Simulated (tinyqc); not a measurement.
# Planar ballistic transistor, top-of-the-barrier model: effect of the valley degeneracy

At the top of the source barrier, states moving towards the drain are filled by the source (Fermi level 0) and states moving back by the drain (Fermi level -q Vd); nothing scatters. U is the shift of the band edge there, set by the capacitances CG, CD and CS (the total) and by the charge. Parabolic two-dimensional band; the source is grounded.

N0 = gv m kB T/(pi hbar^2), CG = eps0 eox/tox, vT = sqrt(2 kB T/(pi m)), CS = CG/aG, n0 = n at U = 0 and Vd = 0. eta1 = -(E0 + U)/Vt, eta2 = eta1 - Vd/Vt, n = (N0/2)[F_0(eta1) + F_0(eta2)], F_0(x) = ln(1 + exp x). U = UL + q (n - n0)/CS with UL = -(aG Vg + aD Vd), energies in eV. I = q (N0/2) vT [F_(1/2)(eta1) - F_(1/2)(eta2)] per width, F_(1/2)(x) = (2/sqrt(pi)) int_0^infinity u^(1/2)/(1 + exp(u - x)) du. CQ = (q/Vt) dn/d(eta1). E0 is held fixed.

Parameters, values chosen for the exercise; mass and valleys close to those of indium arsenide: temperature T = 300 K; effective mass m = 0.031 m0; relative permittivity of the gate insulator eox = 3.9; insulator thickness tox = 2.5 nm; gate control CG/CS aG = 0.86; drain control CD/CS aD = 0.12; band edge at the barrier top above the source Fermi level at zero bias E0 = 0.25 eV; gate voltage Vg = 0.7 V; drain voltage Vd = 0.7 V.

Constants: q = 1.602176634e-19 C, kB = 1.380649e-23 J/K, hbar = 1.054571817e-34 J s, m0 = 9.1093837015e-31 kg, Vt = kB T/q, eps0 = 8.8541878128e-14 F/cm where lengths are in cm. Results are converted to the units shown.

Effect of the valley degeneracy:

| gv | eta1 | n (cm^-2) | I (uA/um) | mean velocity I/(q n) (cm/s) | CQ/CS |
|---|---|---|---|---|---|
| 1 | 10.25 | 1.715e12 | 2046 | 7.446e7 | 0.6459 |
| 2 | 7.359 | 2.464e12 | 2518 | 6.380e7 | 1.291 |
| 3 | 5.739 | 2.883e12 | 2641 | 5.717e7 | 1.931 |
| 4 | 4.700 | 3.153e12 | 2660 | 5.266e7 | 2.560 |
| 6 | 3.434 | 3.481e12 | 2618 | 4.695e7 | 3.754 |

Read the table: what changes, and by how much?

As gv goes from 1 to 6, n rises from 1.72e12 to 3.48e12 cm^-2, the mean velocity falls from 7.45e7 to 4.70e7 cm/s and the current goes from 2050 through a maximum of 2660 (at gv = 4 among the rows listed) to 2620 uA/um. CQ/CS goes from 0.65 to 3.8.

tinyqc, about 0.01 s, one thread, Intel Xeon 2.30GHz (shared host): `OMP_NUM_THREADS=1 python tinyqc.py 2400092 2400093 out.jsonl`
